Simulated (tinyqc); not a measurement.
FinFET, parasitic resistance, capacitance and delay: two steps of the calculation.

Nf fins under one contact; each has gated perimeter p = 2 Hf + Wf and cross-section A = Hf Wf; contact width Wc = Nf pf, stack height Hs = Hf. Contact length Lc = CPP - Lg - 2 Lsp, shared by two neighbouring gates. Source and drain sides are equal. The formulas are first-order estimates, not field solutions.

Inputs (values chosen for the exercise); values close to those of silicon logic devices: number of fins Nf = 4; fin height Hf = 60 nm; fin width Wf = 5 nm; fin pitch pf = 30 nm; contacted gate pitch CPP = 60 nm; gate length Lg = 16 nm; spacer length Lsp = 6 nm; relative permittivity of the spacer ks = 3.3; gate height above the channel stack Hc = 15 nm; contact resistivity rc = 1.4e-9 ohm cm^2; resistivity of the source-drain epitaxy re = 0.00057 ohm cm; current-carrying depth of the epitaxy te = 25 nm; resistivity of the extension rx = 0.0017 ohm cm; gate overlap Lov = 2 nm; inversion capacitance Cinv = 2.8 uF/cm^2; wire load Cw = 0.1 fF.

Constants: eps0 = 8.8541878128e-12 F/m. Results are converted to the units shown.

Task 1. Geometry and resistances. Epitaxy sheet resistance Rsh = re/te, transfer length LT = sqrt(rc/Rsh), contact Rc = [sqrt(rc Rsh)/Wc] coth(Lc/(2 LT)); extension of one fin Rx = rx Lsp/A. Effective width N p; for equal currents one side has Rc + Rx/N.

Wanted: Lc; effective width; Rsh; LT; Rc; Rx; one side times effective width.

Result 1.

Lc = 32.00 nm
effective width = 500.0 nm
Rsh = 228.0 ohm
LT = 24.78 nm
Rc = 82.78 ohm
Rx = 340.0 ohm
one side times effective width = 83.89 ohm um

Task 2. Capacitances. With N fins: gate Cg = Cinv p N Lg; per side, plate Cp = ks eps0 [Wc (Hs + Hc) - N A]/Lsp, top fringe Cf = (2/pi) ks eps0 Wc ln(1 + Lg/(2 Lsp)), overlap Co = Cinv p N Lov. Cs = Cp + Cf + Co. An inverter of two such devices driving an equal one has the load CL = 2 (Cg + 2 Cs) + 4 Cs + Cw (its own drains counted twice for the Miller effect).

Find: Cg; Cp; Cf; Co; CL.

Result 2.

Cg = 224.00 aF
Cp = 37.984 aF
Cf = 1.8913 aF
Co = 28.000 aF
CL = 1091.0 aF

The channel capacitance gives 41.1 % of CL, the parasitic parts 49.8 % and the wire 9.17 %.

tinyqc, about 0.05 s, one thread, Intel Xeon 2.30GHz (shared host): `OMP_NUM_THREADS=1 python tinyqc.py 2170125 2170126 out.jsonl`
